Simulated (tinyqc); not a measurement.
What moves the count of states: density of states of one tight-binding band of a chain.

E(k) = -2 t cos(2 pi k) - 2 t2 cos(4 pi k); k in fractions of the reciprocal vectors, mesh k_i = j/N with j = 0 .. N-1. Densities are per cell and per spin, so the band holds one state.

Each interval of the mesh is a segment with E linear in k: n = (E - e1)/(e2 - e1), g = 1/(e2 - e1) between its end values.

Gaussian broadening: g(E) = mean over the mesh of exp(-(E - E_k)^2/(2 sigma^2))/(sigma sqrt(2 pi)), n(E) = mean of erfc((E_k - E)/(sigma sqrt 2))/2.

Values chosen for the exercise:

| symbol | value | unit | meaning |
|---|---|---|---|
| t | 2.4 | eV | nearest hopping |
| t2 | -0.23 | eV | second hopping |
| E | 1.94 | eV | energy at which the density is wanted |
| sigma | 1.2 | eV | Gaussian width |

Linear method and Gaussian sum with N = 400.

Results for these values:

| case | n linear | g linear (1/eV) | n Gaussian | g Gaussian (1/eV) |
|---|---|---|---|---|
| base | 0.6520 | 0.0635 | 0.6549 | 0.0676 |

What happens to each result for t = 2.64 eV, all else kept?

Answer: n linear falls from 0.6520 to 0.6391; g linear falls from 0.0635 to 0.0579; n Gaussian falls from 0.6549 to 0.6411; g Gaussian falls from 0.0676 to 0.0607.

The same for each parameter in turn:

| case | n linear | g linear (1/eV) | n Gaussian | g Gaussian (1/eV) |
|---|---|---|---|---|
| base | 0.6520 | 0.0635 | 0.6549 | 0.0676 |
| t = 2.64 eV | 0.6391 | 0.0579 | 0.6411 | 0.0607 |
| E = 2.18 eV | 0.6673 | 0.0643 | 0.6713 | 0.0691 |
| sigma = 2.4 eV | 0.6520 | 0.0635 | 0.6602 | 0.0725 |
| t2 = -0.11 eV | 0.6425 | 0.0682 | 0.6472 | 0.0732 |

Computed by tinyqc, a small Python program: `OMP_NUM_THREADS=1 python tinyqc.py 1651739 1651740 out.jsonl` (the numbers bound the seed that draws the inputs); one thread of a shared host (Intel(R) Xeon(R) Processor @ 2.30GHz), about 0.01 s for the whole set of steps.
